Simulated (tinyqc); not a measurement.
## Input admittance of a MOSFET at zero drain bias: distributed channel and distributed gate: input impedance against frequency

Source and drain grounded, strong inversion, w = 2 pi f, Cox = eps0 eox/tox. The channel is an RC line of resistance 1/(mu Cox Vo) per square fed from both ends, so one finger has the intrinsic admittance y = i w Cox L tanh(g)/g per width, g = (1/2) sqrt(i w tau), tau = L^2/(mu Vo). The vertical resistance rv/L is in series with y, the overlaps 2 i w Cov in parallel: y_t = 1/(1/y + rv/L) + 2 i w Cov. The gate strip is a line of Rsh/L per length loaded by y_t, so a finger has Y = y_t Wf tanh(k)/k, k = (Wf/sd) sqrt(y_t Rsh/L); the device has Nf Y.

Low-frequency limits, with c = Cox L and ct = c + 2 Cov: R_strip = Rsh Wf/(3 sd^2 L Nf), R_ch = (c/ct)^2 L/(12 mu Cox Vo Wf Nf), R_vert = (c/ct)^2 rv/(L Wf Nf), C = ct Wf Nf. Z = 1/(Nf Y) = R + 1/(i w C), Q = |Im Z|/R, far-point signal |1/cosh k|.

Parameters, values chosen for the exercise; values of the order met in silicon radio-frequency transistors:
- eox = 21.6 (relative permittivity of the gate insulator (close to hafnium oxide))
- tox = 18 nm (insulator thickness)
- L = 1.1 um (channel length)
- Wf = 1.6 um (finger width)
- Nf = 16 (number of fingers)
- mu = 240 cm^2/(V s) (channel mobility)
- Vo = 0.74 V (gate overdrive)
- Rsh = 16 ohm/square (sheet resistance of the gate)
- rv = 0 ohm um^2 (vertical resistivity of the gate stack)
- sd = 1 (number of ends at which a finger is contacted)
- Cov = 0.16 fF/um (overlap and fringe capacitance on each side)

Constants: eps0 = 8.8541878128e-14 F/cm where lengths are in cm. Results are converted to the units shown.

The same in every row: low-frequency R (ohm) = 18.46.

Results:
```
f (GHz)    w tau       |k|  R (ohm)  C (fF)      Q  signal at the far point
0.03     0.01284  0.009180    18.46   307.4  934.8                    1.000
0.09     0.03853   0.01590    18.46   307.4  311.6                    1.000
0.3       0.1284   0.02903    18.46   307.4  93.48                    1.000
0.7       0.2997   0.04434    18.46   307.4  40.07                    1.000
2         0.8562   0.07483    18.46   307.0  14.04                   0.9998
5          2.140    0.1172    18.42   305.3  5.660                   0.9988
40         17.12    0.2468    16.38   223.3  1.088                   0.9799
100        42.81    0.2985    11.54   132.5  1.041                   0.9702
```

Estimate the missing row, f = 10 GHz.

Computed row:
```
f (GHz)  w tau     |k|  R (ohm)  C (fF)      Q  signal at the far point
10       4.281  0.1610    18.31   299.1  2.907                   0.9958
```

With this row back in the table: R falls from 18.5 to 11.5 ohm and C falls from 307 to 132 fF. Q goes as f^(-1.00) between the first two rows and f^(-0.05) between the last two, where w tau = 42.8 and |k| = 0.298. The low-frequency limits hold both R and C within 5 % up to f = 10 GHz among the rows.

tinyqc, about 0.01 s, one thread, Intel Xeon 2.30GHz (shared host): `OMP_NUM_THREADS=1 python tinyqc.py 2262242 2262243 out.jsonl`
